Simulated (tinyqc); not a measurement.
Closing of the gap with temperature: Peierls distortion of a half-filled chain.

Atoms move by +/- u, so bonds change by -/+ 2u and hoppings are t +/- 2 al u. Bands E = -/+ sqrt((2 t cos x)^2 + D^2 sin^2 x) with D = 4 al u, x = k a in (0, pi/2); the gap is 2D. Energy per atom at zero temperature: E(u) = -mean_x sqrt(...) + 2 K u^2; exactly, the mean is (4t/pi) E(1 - z^2), z = D/2t, E the complete elliptic integral of the second kind with parameter m. Coupling lambda = 2 al^2/(pi t K).

Constants: kB = 8.617333262e-05 eV/K.

Values chosen for the exercise:
```
symbol  value  unit           meaning
t       1.72   eV             hopping of the even chain
al      5.1    eV/angstrom    change of hopping with bond length
K       49.7   eV/angstrom^2  spring constant of a bond
```

The gap equation gains the factor tanh(|E|/2kT); 4000 points; Tp is where its root reaches zero.

Results:
```
T/Tp  T (K)  u (angstrom)   u/u0
0.20    506        0.0192  1.000
0.40   1011        0.0189  0.986
0.60   1517        0.0175  0.910
0.70   1770        0.0160  0.832
0.80   2023        0.0137  0.715
0.95   2402        0.0074  0.383
0.99   2503        0.0033  0.174
```

Give the missing row, T/Tp = 0.90.

Computed row:
```
T/Tp  T (K)  u (angstrom)   u/u0
0.90   2276        0.0102  0.530
```

Tp = 2529 K

D(0)/(kB Tp) = 1.797, against 1.764 at weak coupling. u/u0 is 0.910 at 0.6 Tp and 0.530 at 0.9 Tp, and near Tp it goes as sqrt(1 - T/Tp): 2.20 between the last two rows against sqrt(5) = 2.24. In a single chain fluctuations forbid this transition; coupling between chains sets the real one, far lower.

(tinyqc, `OMP_NUM_THREADS=1 python tinyqc.py 1680882 1680883 out.jsonl`, Intel(R) Xeon(R) Processor @ 2.30GHz, 1 thread, shared host, about 0.09 s.)
